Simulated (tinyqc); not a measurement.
Inside a calculation: overlap of hydrogenic dopants: pairs, impurity band and the Mott density. Values are carried at full precision from step to step, so a last printed digit may differ when a step is redone from the rounded ones.

Ry* = Ry m/eps^2, aB = a0 eps/m. For 1s orbitals a distance rho = R/aB apart, in Ry*: overlap S = exp(-rho)(1 + rho + rho^2/3), J = (2/rho)(1 - (1 + rho) exp(-2 rho)) (attraction to the other ion), Kx = 2 (1 + rho) exp(-rho) (exchange of one electron). One electron on a pair has E = -1 - (J +/- Kx)/(1 +/- S), without the repulsion 2/rho of the ions. Hopping after orthogonalisation: t = (Kx - S J)/(1 - S^2), half the splitting. Dopants on a lattice with z neighbours, n = (3 sqrt3/4)/R^3 (bcc), give a band of width B = 2 z t, as on any lattice of two interpenetrating sublattices. Valleys, central cells and disorder are left out.

Constants: Ry = 13.60569312 eV; a0 (Bohr radius) = 0.5291772105 angstrom; hbar = 6.58211957e-16 eV s.

Values chosen for the exercise (an isotropic mass and dielectric constant of the size used for donors in Si; the results hold for these values, not for the real material): m = 0.307 m0 (mass); eps = 11.5 (dielectric constant); N = 0.0039 1/aB^3 (dopant density); rho = 4.7 aB (distance of a pair); u = 0.945 Ry* (cost of a second electron on one dopant); z = 8 (neighbours in the dopant lattice).

## Scales

Form Ry*, aB, and the density N in 1/cm^3 (1/angstrom^3 = 1e24/cm^3).

Ry* = 31.584 meV
aB = 19.823 angstrom
density = 5.007e+17 1/cm^3

## A pair with one electron

Form S, J, Kx, the two levels, t, and the total energy of the lower state with the repulsion, relative to a distant pair (-1).

S, J, Kx: 0.11881  0.42533  0.10369

levels (Ry*): even -1.47284, odd -1.36501

t = 0.05391 Ry*
energy of the pair against a distant one (negative: bound) = -0.04731 Ry*

In this host the pair is 9.3 nm long and its splitting 2t is 3.41 meV.

## The pair with two electrons (two-site Hubbard model)

t is the hopping between the two dopants. Singlet at (u - sqrt(u^2 + 16 t^2))/2 below the triplet at 0; estimate 4 t^2/u; weight of double occupancy (1 - u/sqrt(u^2 + 16 t^2))/2; swap time pi hbar/Jx with Jx the splitting in eV. t and u are in units of Ry*.

singlet-triplet splitting (meV): exact 0.3836, 4 t^2/u 0.3886

double occupancy = 0.0125
swap time = 5.39 ps

The estimate is 1.3 % too high at 4t/u = 0.23.

## The impurity band at this density

Form R/aB, t, B = 2 z t and N^(1/3) aB. Two estimates of the gap between the Hubbard bands: u - B (rigid bands, closing at B = u) and the Hubbard-III rule, which closes at B = (2/sqrt3) u; give B/u.

R/aB = 6.9319
t = 0.00875 Ry*

B: in Ry* 0.140, in meV 4.419

N^(1/3) aB = 0.1574
B/u = 0.148

Both rules leave a gap: an insulator at T = 0. Mott's screening rule, N^(1/3) aB = 0.26, puts this density on the insulating side.

## Checks

- Overlap S against numerical integration in elliptic coordinates: both 0.11881.

Program tinyqc; command `OMP_NUM_THREADS=1 python tinyqc.py 1450942 1450943 out.jsonl`; about 0.01 s on one thread of a shared Intel(R) Xeon(R) Processor @ 2.30GHz.
